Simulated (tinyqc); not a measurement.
Elastic trap-assisted tunnelling through a dielectric: two steps of the calculation.

Emitter at x = 0 (Fermi level 0), collector at x = t (Fermi level -V), band edge U(x) = phi - F x, F = V/t. A trap at x has the energy E = U(x) - Et. With G(u) = (4/(3 F)) sqrt(mo/C) max(u, 0)^1.5, C = hbar^2/(2 m0): S1 = G(phi - E) - G(Et), S2 = G(Et) - G(phi - V - E), T1,2 = exp(-S1,2). The steady rate through one trap is nu T1 T2 (f1 - f2)/(T1 + T2), f1 = f(E), f2 = f(E + V), f(y) = 1/(1 + exp(y/Vt)); both contacts offer states at E.

Inputs (values chosen for the exercise); dielectric values close to those of aluminium oxide: temperature T = 300 K; barrier above the emitter Fermi level phi = 2.59 eV; tunnelling mass mo = 0.4 m0; thickness t = 3.7 nm; trap depth below the band edge of the dielectric Et = 2.24 eV; trap density Nt = 2.6e17 cm^-3; attempt frequency nu = 1e13 1/s; points of the grid n = 9; voltage V = 1.52 V; left end of the grid xa = 1.05 nm; right end of the grid xb = 2.29 nm.

Constants: q = 1.602176634e-19 C, kB = 1.380649e-23 J/K, hbar = 1.054571817e-34 J s, m0 = 9.1093837015e-31 kg, Vt = kB T/q, hbar^2/(2 m0) = 0.0380998212 eV nm^2. Results are converted to the units shown.

Question 1. Rate through a trap near the best position. n equally spaced x from xa to xb, where nearly all of the current flows; J = q Nt times the integral of the rate, by Simpson's rule.

Find: x; E; S1; S2; f1 - f2; rate; J.

Answer 1.

```
point	x (nm)	E (eV)	S1	S2	f1 - f2	rate (1/s)
0	1.0500	-0.08135	10.659	22.264	0.95878	2053.3
1	1.2050	-0.14503	12.311	21.172	0.99635	6361.7
2	1.3600	-0.20870	13.982	20.050	0.99969	19551
3	1.5150	-0.27238	15.672	18.900	0.99997	59540
4	1.6700	-0.33605	17.380	17.723	1.0000	1.1751e5
5	1.8250	-0.39973	19.108	16.518	1.0000	46786
6	1.9800	-0.46341	20.854	15.288	1.0000	8742.1
7	2.1350	-0.52708	22.618	14.031	1.0000	1503.0
8	2.2900	-0.59076	24.401	12.749	1.0000	252.90
```

J = 1.6156e-4 A/cm^2

Question 2. The best-placed trap against direct tunnelling. At x = xs: E, S1, S2 and the occupation (T1 f1 + T2 f2)/(T1 + T2). Direct tunnelling at E = 0 has S = (4/(3 F)) sqrt(mo/C) [phi^1.5 - max(phi - V, 0)^1.5].

xs = 1.67 nm

Wanted: E; S1; S2; occupation; S of direct tunnelling.

Answer 2.

E = -0.33605 eV
S1 = 17.380
S2 = 17.723
occupation = 0.58479
S of direct tunnelling = 32.195

Range of the model: Phonon-assisted (inelastic) capture, chains of traps and a spread of trap depths are left out.

Computed by the program tinyqc: `OMP_NUM_THREADS=1 python tinyqc.py 2370166 2370167 out.jsonl`, one thread of a shared Intel Xeon 2.30GHz, about 0.04 s for the whole run.
